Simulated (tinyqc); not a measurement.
Inside a calculation. Model: MOSFET in the linear regime without short-channel effects, parameter extraction from computed curves.

Program tinyqc, `OMP_NUM_THREADS=1 python tinyqc.py 2210015 2210016 out.jsonl`; Intel Xeon 2.30GHz, shared host, one thread, about 0.01 s. Printed values are rounded.

Inversion charge Q = Cox n Vt W0(exp((Vg - VT)/(n Vt))), W0 the Lambert function and n = nf; u = Q/Cox; mobility mu = mu0/(1 + th1 u + th2 u^2); channel resistance Rch = (L - dL)/(W mu Q); Id = Vd/(Rch + Rsd/W). Cox = eps0 eox/tox. Small Vd, no channel-length or drain effects.

Inputs (values chosen for the exercise); channel values of the order met in silicon transistors:
- T = 300 K (temperature)
- eox = 3.9 (relative permittivity of the gate insulator (close to silicon dioxide))
- tox = 4.9 nm (insulator thickness)
- mu0 = 160 cm^2/(V s) (low-field mobility)
- th1 = 0.71 1/V (first mobility attenuation factor)
- th2 = 0 1/V^2 (second mobility attenuation factor)
- VT = 0.51 V (threshold voltage)
- nf = 1.12 (body factor)
- W = 1 um (gate width)
- L = 0.64 um (drawn gate length)
- dL = 0.016 um (drawn less effective length)
- Rsd = 460 ohm um (source plus drain resistance)
- Vd = 0.02 V (drain voltage)

Constants: q = 1.602176634e-19 C, kB = 1.380649e-23 J/K, Vt = kB T/q, eps0 = 8.8541878128e-14 F/cm where lengths are in cm. Results are converted to the units shown.

## Transfer curve

Vg, point 0 to 8 (V): 0.35  0.43  0.51  0.59  0.67  0.75  0.83  0.91  0.99

u, mu, Rch and Id as defined.

```
point       u (V)  mu (cm^2/(V s))  Rch (ohm)     Id (uA)
0      1.14841e-4          159.987  4.81934e7  4.14991e-4
1      0.00172164          159.805  3.21837e6  0.00621343
2       0.0164212          158.156  3.40939e5   0.0585825
3       0.0592616          153.540    97313.5    0.204554
4        0.119061          147.529    50410.5    0.393156
5        0.186125          141.324    33662.5    0.586123
6        0.256805          135.326    25479.1    0.771037
7        0.329580          129.659    20720.6    0.944261
8        0.403706          124.356    17637.5     1.10513
```

## Threshold and mobility at the peak transconductance

gm_i = (Id_(i+1) - Id_(i-1))/(Vg_(i+1) - Vg_(i-1)); at the point j of largest gm the tangent meets the axis at V_ext = Vg_j - Id_j/gm_j; field-effect mobility gm_j L/(W Cox Vd) with the drawn L.

gm, point 1 to 7 (uS): 0.363547  1.23963  2.09108  2.38481  2.36176  2.23836  2.08807
j = 4
V_ext = 0.505141 V
field-effect mobility = 108.289 cm^2/(V s)

V_ext is 4.9 mV below the model VT, and the mobility so found is 34 % below mu0 L/(L - dL) = 164 cm^2/(V s), the value for the drawn L; attenuation, series resistance and the slow approach of Q to a straight line all lower the peak gm.

## The Y function

Y_i = Id_i/sqrt(gm_i). For Id = beta Vd x/(1 + th x), x = Vg - VT, Y = sqrt(beta Vd) x whatever th. Slope s from points 4 and 7; VT_Y = Vg - Y/s at point 7; beta = s^2/Vd; mobility beta L/(W Cox) with the drawn L; th* = (beta Vd x/Id - 1)/x at point 7.

Y, point 1 to 7 (uA^0.5 V^0.5): 0.0103051  0.0526165  0.141457  0.254588  0.381392  0.515360  0.653461
s = 1.66197 uA^0.5 V^-0.5
VT_Y = 0.516816 V
beta = 138.108 uA/V^2
mobility from Y = 125.424 cm^2/(V s)
th* = 0.381863 1/V

The mobility from Y is 24 % below mu0 L/(L - dL) = 164 cm^2/(V s), which it should reach in deep inversion when th2 = 0. th* compares with th1 + mu0 Cox Rsd/(L - dL) = 0.793 1/V, since series resistance enters like th1. The match is poor here: at these overdrives Q is not yet a straight line in Vg.
